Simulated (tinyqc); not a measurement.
Worked calculation: electrons shared among three sets of ellipsoidal valleys. Values are carried at full precision from step to step, so a last printed digit may differ when a step is redone from the rounded ones.

Constants: hbar^2/2m0 = 3.80998211 eV angstrom^2; kB = 8.617333262e-05 eV/K.

Inputs chosen for the exercise (masses and offsets near those of AlAs; mobilities are free inputs, held fixed; not measured data): ml = (0.945, 1.311, 0.156) m0 (longitudinal masses of X, L, Gamma); mt = (0.211, 0.1478, 0.156) m0 (transverse masses); M = (3, 4, 1) (valleys in each set); T = 77 K; dE = (0, 0.215, 0.853) eV (edges of X, L, Gamma above the first); n = 3e+16 1/cm^3 (total electron density); mu = (320, 430, 1500) cm^2/(V s) (mobility of each set).

## Masses of each set

One valley: m_d = (ml mt^2)^(1/3). Whole set: m_de = M^(2/3) m_d. Mean over three axes: 1/m_c = (1/ml + 2/mt)/3. Anisotropy K = ml/mt.

m_d, m_de, m_c (m0) and K of each set:
```
set       m_d    m_de     m_c     K
X      0.3478  0.7235  0.2847  4.48
L      0.3060  0.7709  0.2099  8.87
Gamma  0.1560  0.1560  0.1560  1.00
```

m_de/m_c is 2.54 for X, 3.67 for L, 1.00 for Gamma: many anisotropic valleys give many states at a light conductivity mass. m_c is the mean over three axes; a set that holds only some of the equivalent valleys conducts with a mass that depends on direction.

## Effective densities of states

N_i = M_i times N = 2 (m kB T/(4 pi c))^(3/2) with c = hbar^2/2m0, in 1/angstrom^3; times 1e24 for 1/cm^3, with m = (ml mt^2)^(1/3).

kT = 0.006635 eV

N_i (1/cm^3): X 2.0079e+18, L 2.2088e+18, Gamma 2.0105e+17

## Fermi level and populations

F_j(eta) = (1/Gamma(j + 1)) integral_0^infinity x^j dx/(1 + exp(x - eta)), which tends to exp(eta) for eta << 0.

Solve n = sum_i N_i F_1/2((EF - dE_i)/kT), energies from the edge of the first set.

EF = -0.0279 eV

eta_i: X -4.20, L -36.60, Gamma -132.75

n_i (1/cm^3): X 3.00e+16, L 281, Gamma 4.46e-41

shares: X 1.0000, L 0.0000, Gamma 0.0000

X holds most electrons (100.0 %). Boltzmann weights N_i exp(-dE_i/kT) would give L a share of 0.0000.

## Drift and Hall mobility of the mixture

With f_i the shares, mu_drift = sum f_i mu_i; low-field Hall mobility mu_H = sum f_i mu_i^2/mu_drift (scattering and anisotropy factors set to 1); the Hall density is n mu_drift/mu_H; rho = 1/(e n mu_drift), e = 1.602176634e-19 C.

mu_drift = 320 cm^2/(V s)
mu_H = 320 cm^2/(V s)
Hall density = 3.00e+16 1/cm^3
rho = 0.650 ohm cm

A Hall measurement would read 100.0 % of the true density.

## Checks

- Share of L at n = 1e10 1/cm^3 against the Boltzmann weight: both 9.318e-15.

Computed by tinyqc, a small Python program: `OMP_NUM_THREADS=1 python tinyqc.py 1681218 1681219 out.jsonl` (the numbers bound the seed that draws the inputs); one thread of a shared host (Intel(R) Xeon(R) Processor @ 2.30GHz), about 0.01 s for the whole set of steps.
